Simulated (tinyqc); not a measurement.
Conduction-band anticrossing with a localised impurity level: sweeps and comparisons. A value that a table varies takes the place of the one given here.

Host conduction band EM(k) = Eg - al x + c k^2/mM, c = hbar^2/2m0, coupled to a flat level EI by V = C sqrt(x): H = [[EM, V], [V, EI]], E+/- = (EM + EI)/2 +/- sqrt((EM - EI)^2/4 + V^2). The host weight of a state at E is f = 1/(1 + V^2/(E - EI)^2), and its mass at k = 0 is mM/f. The gap is E-(0), the valence top staying at 0.

Constants: hbar^2/2m0 = 3.80998211 eV angstrom^2.

Inputs chosen for the exercise (host near GaAs; the results hold for these values, not for the real material): Eg = 1.521 eV (gap at Gamma to the s-like level); mM = 0.0678 m0 (mass of the host band); EI = 1.814 eV (impurity level, from the valence top of the host); C = 2.07 eV (coupling); al = 0.93 eV (linear shift of the host edge); x = 0.0043 (impurity fraction); aM = 108 meV/GPa (pressure coefficient of the host edge); aI = 30 meV/GPa (pressure coefficient of the level).

## Impurity fraction

The last column is the bowing that a quadratic law would need at that x, (Eg - gap)/(x (1 - x)), with equal end gaps.

Results:

| x (%) | E- (eV) | E+ (eV) | gap (eV) | host weight of E- | mass of E- | bowing (eV) |
|---|---|---|---|---|---|---|
| 0.1 | 1.5062 | 1.8279 | 1.5062 | 0.957 | 0.0709 | 14.9 |
| 0.2 | 1.4925 | 1.8407 | 1.4925 | 0.923 | 0.0734 | 14.3 |
| 0.5 | 1.4564 | 1.8739 | 1.4564 | 0.856 | 0.0792 | 13.0 |
| 1.0 | 1.4065 | 1.9192 | 1.4065 | 0.795 | 0.0853 | 11.6 |
| 2.0 | 1.3266 | 1.9898 | 1.3266 | 0.735 | 0.0923 | 9.9 |
| 3.0 | 1.2608 | 2.0463 | 1.2608 | 0.704 | 0.0963 | 8.9 |
| 5.0 | 1.1512 | 2.1373 | 1.1512 | 0.672 | 0.1009 | 7.8 |
| 8.0 | 1.0167 | 2.2439 | 1.0167 | 0.650 | 0.1044 | 6.9 |

The apparent bowing falls from 14.9 to 6.9 eV, so no single constant describes the gap: the part from the coupling goes as x while V is small against |EM - EI| and as sqrt(x) beyond (V = |Eg - EI| near x = 2.00 %), with the linear term al x on top; the fall of the gap goes as the power 0.94 of x between the first two rows and 0.66 between the last two. The mass of E- goes from 0.0709 to 0.1044, higher although the gap falls, against the usual k.p trend; with al = 0 the weight tends to 1/2 at large x.

## Pressure

Eg and EI move linearly with pressure; V is kept. The slope of E- is f aM + (1 - f) aI.

Results:

| P (GPa) | EM (eV) | EI (eV) | E- (eV) | E+ (eV) | host weight of E- | slope of E- (meV/GPa) |
|---|---|---|---|---|---|---|
| 0 | 1.5170 | 1.8140 | 1.4643 | 1.8667 | 0.869 | 97.8 |
| 1 | 1.6250 | 1.8440 | 1.5601 | 1.9089 | 0.814 | 93.5 |
| 2 | 1.7330 | 1.8740 | 1.6505 | 1.9565 | 0.730 | 87.0 |
| 3 | 1.8410 | 1.9040 | 1.7332 | 2.0118 | 0.613 | 77.8 |
| 4 | 1.9490 | 1.9340 | 1.8056 | 2.0774 | 0.472 | 66.8 |
| 5 | 2.0570 | 1.9640 | 1.8670 | 2.1540 | 0.338 | 56.4 |
| 6 | 2.1650 | 1.9940 | 1.9191 | 2.2399 | 0.234 | 48.2 |
| 7 | 2.2730 | 2.0240 | 1.9643 | 2.3327 | 0.162 | 42.6 |
| 8 | 2.3810 | 2.0540 | 2.0050 | 2.4300 | 0.115 | 39.0 |

The unmixed levels cross at 3.81 GPa, where E+ - E- has its minimum 2V = 0.271 eV and the weights are 1/2. The slope of E- falls from 98 to 39 meV/GPa, between the limits aM = 108 and aI = 30, as the state turns impurity-like. The X valleys, which pass below the Gamma edge of the host at high pressure, are left out.

## What each parameter does

At k = 0. Each row changes one parameter from the base and keeps the others.

Results:

| case | E- (eV) | E+ (eV) | gap (eV) | mass (m0) |
|---|---|---|---|---|
| base | 1.4643 | 1.8667 | 1.4643 | 0.0780 |
| EI = 1.764 eV | 1.4570 | 1.8240 | 1.4570 | 0.0811 |
| al = 1.43 eV | 1.4624 | 1.8664 | 1.4624 | 0.0779 |
| Eg = 1.571 eV | 1.5070 | 1.8740 | 1.5070 | 0.0811 |
| C = 1.7595 eV | 1.4774 | 1.8536 | 1.4774 | 0.0758 |
| x = 0.00365 | 1.4719 | 1.8597 | 1.4719 | 0.0769 |
| mM = 0.07797 m0 | 1.4643 | 1.8667 | 1.4643 | 0.0897 |

The largest shifts from the base row, up to three for each result and ties (the steps differ in size, so this ranks the rows, not the parameters). E- (eV): Eg +0.0427, C +0.0131, x +0.0076; unchanged at the printed digits by mM. E+ (eV): EI -0.0427, C -0.0131, Eg +0.0073; unchanged at the printed digits by mM. gap (eV): Eg +0.0427, C +0.0131, x +0.0076; unchanged at the printed digits by mM. mass (m0): mM +0.0117, EI +0.0030, Eg +0.0030.

Run: tinyqc, `OMP_NUM_THREADS=1 python tinyqc.py 1050942 1050943 out.jsonl`; Intel(R) Xeon(R) Processor @ 2.30GHz, one thread, shared host; about 0.01 s of CPU time with all checks.
